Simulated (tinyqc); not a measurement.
From results back to parameters: Weaire-Thorpe hybrids on a Bethe lattice: gap and dangling bond of an amorphous tetrahedral solid. Two cases, with inputs chosen for the exercise.

Problem. In the Weaire-Thorpe model the two p-like peaks lie at -V2 + V1 and V2 + V1, and the guaranteed gap is 2 V2 - 4 V1. The peak positions come from hidden V1 and V2.

Case 1.

peaks (eV): bonding -2.120, antibonding 5.980

Case 2.

peaks (eV): bonding -2.770, antibonding 6.250

Find: V1, V2; guaranteed gap; lowest possible level -3 V1 - V2.

Solution. The mean of the peaks is V1 and half their distance V2.

Case 1.

V1, V2 (eV): 1.93  4.05

guaranteed gap = 0.38 eV
lowest possible level -3 V1 - V2 = -9.84 eV

Case 2.

V1, V2 (eV): 1.74  4.51

guaranteed gap = 2.06 eV
lowest possible level -3 V1 - V2 = -9.73 eV

Computed by tinyqc, one run a case: `OMP_NUM_THREADS=1 python tinyqc.py N N+1 out.jsonl` with N = 1481426, 1481514; one thread of a shared Intel(R) Xeon(R) Processor @ 2.30GHz, about 0.03 s a run at most.
